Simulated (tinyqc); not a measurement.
Phonon polaritons: single-oscillator infrared dielectric function of a polar cubic crystal. Computed by tinyqc, a small Python program. Command: `OMP_NUM_THREADS=1 python tinyqc.py 3000272 3000273 out.jsonl infrared walk`. One thread of a shared host (Intel(R) Xeon(R) Processor @ 2.30GHz), about 0.01 s of CPU time with the checks.

One ion pair, charges +Z* and -Z*, in a cell of volume Omega = a^3/4. Frequencies omega are given as wavenumbers (1/cm); eps_s is the static dielectric constant.

Inputs (values chosen for the exercise, modelled on lithium fluoride): lattice constant a = 4.03 angstrom; mass M_A = 6.94 u; mass M_B = 19 u; omega_TO = 310 1/cm; Born charge Z* = 1.02 e; eps_inf = 1.96.

Structure: rock salt. Free carriers: absent.

Constants: nu for 1 eV/(angstrom^2 u) = 15.6333042 THz; 1 THz = 33.35640952 1/cm; e^2/(4 pi eps_0) = 14.39964548 eV angstrom.

Method. mu = M_A M_B/(M_A + M_B); ionic plasma term W^2 = 4 pi Z*^2 (e^2/(4 pi eps_0))/(Omega mu) in eV/(angstrom^2 u), turned into 1/cm by W = 15.6333042 x 33.35640952 x sqrt(W^2); omega_LO^2 = omega_TO^2 + W^2/eps_inf; eps_s = eps_inf + W^2/omega_TO^2; Szigeti charge 3 Z*/(eps_inf + 2); longitudinal (Callen) charge Z*/eps_inf. Transverse waves without damping obey Q^2 = omega^2 eps(omega), Q = wave vector/(2 pi) in 1/cm: eps_inf omega^4 - (eps_inf omega_LO^2 + Q^2) omega^2 + Q^2 omega_TO^2 = 0.

eps_s = 8.36473

omega_LO = 640.412 1/cm

Branches (1/cm):
```
Q     lower branch  upper branch  Q/sqrt(eps_s)  Q/sqrt(eps_inf)
90           31.00         642.9           31.1             64.3
270          90.21         662.7           93.4            192.9
540         163.93         729.4          186.7            385.7
900         226.82         878.6          311.2            642.9
1300        262.39        1097.1          449.5            928.6
2200        291.40        1671.7          760.7           1571.4
4500        305.35        3263.2         1555.9           3214.3
9000        308.83        6453.0         3111.8           6428.6
```

What does the comparison show, and why?

The lower branch starts as light slowed by sqrt(eps_s) (0.996 of that line) and ends at 0.996 omega_TO; the upper starts at 1.004 omega_LO and ends at 1.004 of the light line with eps_inf. No branch lies between omega_TO and omega_LO.
